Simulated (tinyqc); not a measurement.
Conductivity against temperature: Debye-Callaway model of lattice thermal conductivity. Computed by tinyqc, a small Python program. Command: `OMP_NUM_THREADS=1 python tinyqc.py 3016321 3016322 out.jsonl callaway walk`. One thread of a shared host (Intel(R) Xeon(R) Processor @ 2.30GHz), about 0.01 s of CPU time with the checks.

Three acoustic branches with one velocity v, cut at omega_D = k_B Theta/hbar; x = hbar omega/(k_B T). v and Theta are separate inputs: Theta cuts off the heat-carrying modes, so C need not reach 3 k_B/V. gamma is an effective value that sets the umklapp rate. Heat flows along the film.

Inputs (values chosen for the exercise, modelled on sodium chloride):
```
quantity                                value        unit
sound velocity v                         2790         m/s
Debye temperature Theta                   291           K
volume per atom V                        22.4  angstrom^3
mean atomic mass M                       29.2           u
effective Grueneisen parameter gamma     2.51           -
umklapp exponent divisor b                  3           -
mass variance Gamma                   0.00023           -
film thickness t                        0.082  micrometre
specularity p                               0           -
normal-process factor f_N                 4.5           -
```

Sample: film. Point defects: isotopes. Normal processes: included.

Constants: k_B = 1.380649e-23 J/K; hbar = 1.054571817e-34 J s; u = 1.6605390666e-27 kg.

Method:
- Gamma is given directly by the isotope mixture. A = V Gamma/(4 pi v^3).
- Rates: point defects A omega^4; umklapp B omega^2 T exp(-Theta/(b T)) with B = hbar gamma^2/(M v^2 Theta); normal processes f_N B omega^2 T (T/Theta)^2. Film: the bulk time tau of each mode, from the resistive rates above, is multiplied by the Fuchs-Sondheimer factor F = (3/2) int_0^1 (1 - u^2) [1 - (1 - p) (u/d) (1 - E)/(1 - p E)] du, with E = exp(-d/u), d = t/(v tau), by 48 Gauss-Legendre points in z with u = z^4; the boundary rate is defined as 1/(F tau) - 1/tau.
- kappa_1 = c int tau_C g dx, g = x^4 e^x/(e^x - 1)^2, c = (k_B/(2 pi^2 v)) (k_B T/hbar)^3, over 0 < x < min(Theta/T, 40), by 96 Gauss-Legendre points in s with x = x_max s^2; 1/tau_C = 1/tau_R + 1/tau_N; kappa_2 = c [int (tau_C/tau_N) g dx]^2 / int (tau_C/(tau_N tau_R)) g dx; kappa = kappa_1 + kappa_2.

Rayleigh coefficient A = 1.88779e-44 s^3

Kappa (W/(m K)):
```
T (K)  all processes  without point defects
17            8.8444                 11.778
29            22.388                 27.184
49            31.433                 35.802
87            21.813                 23.176
150           10.860                 11.176
230           5.9771                 6.0803
380           3.0538                 3.0839
```

What does the comparison show, and why?

kappa peaks among these rows at 49 K (T/Theta = 0.168) with 31.4 W/(m K). The exponent d ln kappa/d ln T is 1.74 at the cold end and -1.34 at the hot end. The normal rate is taken to grow as T^3 at all T, which overstates it above Theta. Point defects cost most at 17 K, a factor 1.33.

Extremes, crossings and ranges named in words are read from the listed rows.
